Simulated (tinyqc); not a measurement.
Changing the later thermal budget (Dt)2: out-diffusion of a doped substrate or buried layer into a growing epitaxial film. Computed by tinyqc, a small Python program. Command: `OMP_NUM_THREADS=1 python tinyqc.py 3011310 3011311 out.jsonl buried sweep`. One thread of a shared host (Intel(R) Xeon(R) Processor @ 2.30GHz), about 0.01 s of CPU time with the checks.

x is counted from the original substrate surface into the film, whose surface moves as x = v t. Substrate dopant has one diffusivity; the dopant of the film is taken as uniform.

Inputs (values chosen for the exercise, modelled on phosphorus in silicon):
```
quantity,value,unit
prefactor D0,4.79,cm^2/s
activation energy E,3.71,eV
substrate concentration C_s,1e+18,1/cm^3
film doping C_e,2.9e+15,1/cm^3
growth rate v,2,um/min
film thickness d,0.56,um
growth temperature T,1175,C
"autodoping level at the start, as a share of C_s",3e-05,-
decay length of autodoping,0.12,um
```

Film doping: opposite type.

Constants: k_B = 8.617333262e-05 eV/K.

Method:
- D = D0 exp(-E/(k_B T)); growth time t = d/v; l = 2 sqrt(D t); growth number G = v t/l = d/l; 1 um = 1e-4 cm.
- Temperatures in kelvin are T(C) + 273.15.
- After growth and the later budget: l2 = 2 sqrt(D t + (Dt)2); C(x) = (C_s/2) erfc(x/l2) + share x C_s exp(-x/decay length) for x > 0 (autodoping taken as unchanged by the later budget). The transition x_t solves C(x) = C_e, the metallurgical junction.
- Usable film = d - x_t. Also give x_t for the erfc term alone, after growth and after the later budget.

One run for each value:
```
later thermal budget (Dt)2 (cm^2),"x_t after the later budget, erfc alone (um)",x_t with autodoping (um),usable film (um)
1.00e-13,0.12319,0.12325,0.43675
4.00e-13,0.12503,0.12509,0.43491
1.00e-12,0.12863,0.12869,0.43131
5.00e-12,0.15045,0.15050,0.40950
2.00e-11,0.21324,0.21328,0.34672
6.00e-11,0.32613,0.32616,0.23384
```

What does the table show, and why?

Over the rows, x_t after the later budget, erfc alone (um) rises from 0.123 to 0.326 (exponent d ln y / d ln x 0.011 between the first rows and 0.39 between the last); x_t with autodoping (um) rises from 0.123 to 0.326 (exponent d ln y / d ln x 0.011 between the first rows and 0.39 between the last); usable film (um) falls from 0.437 to 0.234 (exponent d ln y / d ln x -0.0030 between the first rows and -0.36 between the last). At the low end the exponent of x_t after the later budget, erfc alone is 0.01, close to 0: the growth dominates.  Left out: 2.00e-10, 8.00e-10, 3.00e-9 (the transition reaches the surface).
